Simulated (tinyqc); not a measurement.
Inversion layer as a triangular well, valleys of the Si type: one step. Subband ladders. The numbers come from values chosen for the exercise (near those of Si).

Level j of a valley lies at E_j = a_j (c (e F)^2/m_z)^(1/3) above the band edge at the surface, with the Airy zeros a_j = 2.338107, 4.087949, 5.520560, 6.786708, 7.944134, 9.022651, 10.040174, 11.008524, 11.936016, 12.828777, and has <z> = 2 E_j/(3 e F).

Constants: hbar^2/2m0 = 3.80998211 eV angstrom^2.

Valleys (masses in m0):
```
valleys g  cos^2(theta)       m_z       m_1       m_2       m_d
6              0.333333  0.259016  0.191000  0.663667  0.356034
```

e F = 0.012225616 eV/angstrom

Problem. The ten lowest levels of all groups of valleys together, j = 0, 1, ..., c = hbar^2/2m0; primes mark the groups with lighter m_z.

Give: Subbands.

Solution.

Subbands:
```
label  valleys g  m_d (m0)  E (eV)  <z> (angstrom)
0              6    0.3560  0.3040           16.58
1              6    0.3560  0.5316           28.99
2              6    0.3560  0.7178           39.14
3              6    0.3560  0.8825           48.12
4              6    0.3560  1.0330           56.33
5              6    0.3560  1.1732           63.98
6              6    0.3560  1.3055           71.19
7              6    0.3560  1.4314           78.06
8              6    0.3560  1.5520           84.63
9              6    0.3560  1.6681           90.96
```

The second subband is 1, 227.5 meV above the first. Levels above about 0.5 eV lie beyond parabolic valleys.

Computed by tinyqc, a small Python program: `OMP_NUM_THREADS=1 python tinyqc.py 1282613 1282614 out.jsonl` (the numbers bound the seed that draws the inputs); one thread of a shared host (Intel(R) Xeon(R) Processor @ 2.30GHz), about 0.03 s for the whole set of steps.
